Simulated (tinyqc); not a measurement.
Capillary instabilities by surface diffusion: grooving and agglomeration of films, edge retraction, wire break-up and smoothing of roughness: one step, computed by the program tinyqc.

Isotropic surface energy; shapes change by surface diffusion alone.

Question. Break-up of a free wire. A wire with r + A cos(k z) has dA/dt = (B/r^4) (kr)^2 [1 - (kr)^2] A: unstable for wavelengths above 2 pi r, fastest at kr = 1/sqrt 2 with the rate B/(4 r^4); break-up time about (4 r^4/B) ln(r/A0); each wavelength makes a sphere of radius (3 r^2 lambda_m/4)^(1/3).

Inputs (values chosen for the exercise, of the order of those of a gold film):
```
quantity,value,unit
temperature T,492,K
time t,740,s
wire radius r,21,nm
initial ripple over radius,0.02,-
```

B = 8625.413 nm^4/s

Give: fastest wavelength; break-up time; radius of the spheres; t over the break-up time.

Answer.

fastest wavelength = 186.6 nm

break-up time = 352.8 s

radius of the spheres = 39.52 nm

t over the break-up time = 2.097

The wire breaks up within t. Caution: faceting can stabilise wires along low-index directions.
